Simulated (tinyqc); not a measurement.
Swing of the coupled dose with resist thickness: standing waves and exposure in a photoresist film.

Normal incidence from air. Unexposed resist: N1 = n1 + i k1 with k1 = (A + B) lam/(4 pi), lam in micrometres. r01 = (1 - N1)/(1 + N1), t01 = 2/(1 + N1). Substrate Ns = ns + i ks: r12 = (N1 - Ns)/(N1 + Ns). With p = exp(2 pi i N1 d/lam), the field at depth z is E(z) = t01 [exp(2 pi i N1 z/lam) + r12 p^2 exp(-2 pi i N1 z/lam)]/(1 + r01 r12 p^2), the relative intensity I(z) = n1 |E(z)|^2 and the reflectance R = |(r01 + r12 p^2)/(1 + r01 r12 p^2)|^2.

Parameters, chosen for this exercise (a resist on Al, indices near tabulated ones; the results hold for these values, not for the real material):
- lam = 193 nm (vacuum wavelength)
- n1 = 1.667 (resist index)
- A = 0.03 1/micrometre (bleachable absorption (Dill A))
- B = 0.89 1/micrometre (fixed absorption (Dill B))
- d = 112 nm (resist thickness)
- ns = 0.108 (substrate n)
- ks = 2.163 (substrate k)

The mean of I is taken over 800 depths; the relative dose to clear is taken as 1/(mean of I over the lowest period, 60 depths), scaled to 1 in the first row.

Swing:
```
d (nm)       R  mean I  relative dose
112.0   0.8119  1.2512          1.000
121.6   0.7112  1.8085          0.684
131.3   0.5578  2.6619          0.490
150.6   0.7377  1.4450          0.954
160.2   0.7816  1.1353          1.159
169.9   0.7553  1.2017          1.040
179.5   0.6353  1.7136          0.724
189.2   0.4663  2.4261          0.531
198.8   0.5411  2.0213          0.663
208.5   0.6817  1.3498          0.996
218.1   0.7335  1.0827          1.201
227.8   0.7028  1.1574          1.082
```

Give the missing row, d (nm) = 140.9.

Computed row:
```
d (nm)       R  mean I  relative dose
140.9   0.6178  2.2138          0.621
```

The period is 57.9 nm, six rows. The relative dose swings between 0.490 and 1.201, a ratio (max - min)/mean of 0.829, against the estimate 4 sqrt(|r01|^2 |r12|^2) exp(-(A + B) d) = 0.853 for the oscillating part alone; the ratio from the table also holds the slow rise from absorption, 8.2 % over two periods, so the two are not strictly comparable. The dose is least sensitive to thickness at an extremum; the lowest dose listed is at 131.3 nm.

tinyqc: `OMP_NUM_THREADS=1 python tinyqc.py 1681008 1681009 out.jsonl`; about 0.01 s, one thread, shared Intel(R) Xeon(R) Processor @ 2.30GHz.
